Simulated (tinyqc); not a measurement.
## Field length and prefactor from two substrate currents

Problem. For Em = (Vd - Vdsat)/l, Isub/Id = (Ai/Bi)(Vd - Vdsat) exp(-Bi l/(Vd - Vdsat)), and l = sqrt(3 tox xj). Find l, Ai and xj.

Values chosen for this exercise: oxide thickness tox = 28 nm; ionisation field Bi = 1.69 MV/cm.

Isub/Id at Vd - Vdsat = 3.9 and 5.2 V: 0.00200399733  0.0185103046

Answer. ln[Isub/(Id (Vd - Vdsat))] is linear in 1/(Vd - Vdsat) with slope -Bi l.

l = 179 nm
Ai = 2.00e6 1/cm
xj = 380 nm

tinyqc, about 0.01 s, one thread, Intel Xeon 2.30GHz (shared host): `OMP_NUM_THREADS=1 python tinyqc.py 2550012 2550013 out.jsonl`
